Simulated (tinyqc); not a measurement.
Read current of a NAND string, cells in series solved by shooting: one step of the calculation.

Cells in series, numbered from 0 at the source line (0 V) to the bit line, each followed by a gap resistance Rg. A cell with gate Vg, threshold VT, source Vs and drain Vd passes I = 2 nf K Vt^2 [F(Vs) - F(Vd)]/(1 + th max(Vg - VT, 0)), F(V) = ln^2(1 + exp((Vg - VT - nf V)/(2 nf Vt))). The selected cell has Vg = Vr, the others Vg = Vp.

Question. Node voltages for a trial current. For a trial current I start at 0 V and, cell by cell (the selected one is cell 2), solve for the drain: sqrt(F(Vd)) = sqrt(F(Vs) - I/k), k = 2 nf K Vt^2/(1 + th max(Vg - VT, 0)), Vd = [Vg - VT - 2 nf Vt ln(exp(sqrt F) - 1)]/nf, then add I Rg.

Parameters, values chosen for the exercise; values of the order met in vertical NAND strings:
- T = 358 K (temperature)
- K = 21 uA/V^2 (gain factor of a cell)
- nf = 1.9 (slope factor)
- th = 0.19 1/V (mobility reduction factor)
- Rg = 5 kohm (resistance of the gap between cells)
- Vbl = 0.5 V (bit-line voltage)
- Vp = 5.5 V (pass voltage)
- Vr = 3.81 V (read voltage on the selected word line)

Constants: q = 1.602176634e-19 C, kB = 1.380649e-23 J/K, Vt = kB T/q. Results are converted to the units shown.

second trial current = 2.1 uA
thresholds from the source end, cell 0 to 3 (V): [-2.5, -2.5, 2.9, -2.5]

Find: node voltage after each cell and gap, trial 2.

Answer.

node voltage after each cell and gap, trial 2, cell 0 to 3 (V): [0.042119, 0.084559, 0.31358, 0.35827]

Program tinyqc, `OMP_NUM_THREADS=1 python tinyqc.py 2142135 2142136 out.jsonl`; Intel Xeon 2.30GHz, shared host, one thread, about 0.7 s.
